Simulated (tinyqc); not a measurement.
# AlGaN/GaN HEMT with access regions, lumped model: effects of single changes

A polarisation-induced electron sheet under a Schottky gate, in series with two ungated access regions and contacts. Drift law v = mu E/(1 + mu E/vs) under the gate. Currents in mA/mm, resistances in ohm mm. No self-heating, no channel-length modulation; fits for polarisation, barrier and offset are chosen for the exercise.

Values chosen for this exercise; values close to those of AlGaN/GaN structures: aluminium share of the barrier x = 0.17; barrier thickness d = 30 nm; relative permittivity of barrier and channel eps_r = 9.4; channel mobility mu = 1500 cm^2/(V s); saturation velocity vs = 1e7 cm/s; gate length Lg = 1.5 um; source access length Ls = 0.5 um; drain access length Ld = 16 um; resistance of each contact Rc = 0.32 ohm mm; share of the drain-access electrons removed by traps ft = 0.14; gate voltage Vg = 0.5 V; critical field Ec = 3 MV/cm; depth over which the depleted charge spreads te = 0.44 um; insulator under the field plate tf = 50 nm; relative permittivity of that insulator ei = 3.9.

Constants: q = 1.602176634e-19 C, eps0 = 8.8541878128e-14 F/cm where lengths are in cm. Results are converted to the units shown.

Each table varies one quantity; the others keep the values above.

## Field plate: effect of the aluminium share of the barrier

sigma = (5e13 x + 1.6e13 x^2) cm^-2, phiB = 0.84 + 1.3 x, dEc = 0.7 (1.71 x + x^2) in volts, Cb = eps0 eps_r/d, VT = phiB - dEc - q sigma/Cb, access density n0 = -Cb VT/q. Off state: a depleted stretch that holds the voltage V has the peak field sqrt(k V), k = 2 q n0/(eps0 eps_r te), so one edge holds V1 = Ec^2/k. The sheet under the plate pinches off at Vf = q n0 (1/Cb + tf/(eps0 ei)); beyond it the gate edge is screened. BV = V1 if Vf >= V1, else Vf + V1, and at most Ec Ld.

The same in every row: Ec Ld (V) = 4800.

Results:
```
x     Vf (V)  V1 (V)  BV (V)
0.14   16.97   175.6   192.6
0.18   23.38   127.4   150.8
0.22   29.96   99.48   129.4
0.26   36.69   81.23   117.9
0.3    43.58   68.38   112.0
0.38   57.84   51.52   51.52
```

Estimate the missing row, x = 0.34.

Computed row:
```
x     Vf (V)  V1 (V)  BV (V)
0.34   50.63   58.86   109.5
```

With this row back in the table: BV falls from 193 to 51.5 V. The plate helps (Vf < V1) in 6 of the 7 rows, and the access length caps BV in 0. More sheet charge lowers Ron but steepens the field, so V1 falls. For x = 0.34 to 0.38 the barrier is thick and rich enough in aluminium to relax or crack.

## Effect of the gate voltage

Access resistance R(L, n) = L/(q mu n sqrt(1 - (I/(q n vs))^2)); Rs = Rc + R(Ls, n0), Rd = Rc + R(Ld, (1 - ft) n0). Vg' = Vg - I Rs, Vd' = Vd - I (Rs + Rd); with u = Vg' - VT, Vc = vs Lg/mu and w the smaller of Vd' and Vc [sqrt(1 + 2 u/Vc) - 1] (0 if negative), the channel gives (mu Cb/Lg)(u w - w^2/2)/(1 + w/Vc). I equals that channel current. Isat is I at Vd = 10 V, gm = dIsat/dVg, Ron the limit of Vd/I at small Vd.

The same in every row: VT (V) = -4.339; n0 (cm^-2) = 7.513e12.

Effect of the gate voltage:
```
Vg (V)  Ron (ohm mm)  Isat (mA/mm)  gm (mS/mm)
-3.9           19.44         18.19       70.64
-3.1           14.13         96.38       117.3
-2.4           13.08         185.8       136.5
-1.6           12.54         300.7       149.8
-0.8           12.24         424.1       158.1
0              12.05         552.9       163.3
0.7            11.94         625.6       40.29
1.5            11.84         645.1       15.16
```

What does the comparison show, and why?

As Vg goes from -3.9 to 1.5 V, Ron falls from 19.4 to 11.8 ohm mm, Isat rises from 18.2 to 645 mA/mm and gm goes from 70.6 through a maximum of 163 (at Vg = 0 V among the rows listed) to 15.2 mS/mm. The ceiling Cb vs is 277 mS/mm. For Vg = 0 to 1.5 V the power passes 5 W/mm, where self-heating, left out here, lowers the current. For Vg = 0.7 to 1.5 V the gated channel is not yet saturated at 10 V, because the access regions take the voltage, and gm drops. At Vg = 1.5 V Vg comes within 0.2 V of phiB or passes it, so at low drain current, as for Ron, the Schottky gate would conduct.

## Output curve without and with trapping

Same model as above.

The two columns take ft = 0 and ft = 0.14; collapse = 1 - (second)/(first).

Output curve without and with trapping:
```
Vd (V)  I, ft = 0 (mA/mm)  I, ft = 0.14 (mA/mm)  collapse (%)
0.25                23.71                 20.86         12.02
0.5                 47.32                 41.65         11.99
1                   94.11                 82.89         11.93
2                   185.3                 163.4         11.79
3                   271.9                 240.2         11.63
4                   352.7                 312.3         11.45
6                   493.0                 439.3         10.88
8                   598.4                 541.4          9.53
12                  635.0                 635.0          0.00
```

What does the table show?

Without trapping the current rises from 23.7 to 635 mA/mm and first comes within 2 % of its last value at Vd = 12 V among the rows; with trapping that knee lies at 12 V. The collapse is 12 % in the first row, at most 12 % and 0 % in the last: once the gated channel saturates, the drain access only takes spare voltage. At Vd = 12 V the power passes 5 W/mm, where self-heating, left out here, lowers the current.

tinyqc, about 0.01 s, one thread, Intel Xeon 2.30GHz (shared host): `OMP_NUM_THREADS=1 python tinyqc.py 2570113 2570114 out.jsonl`
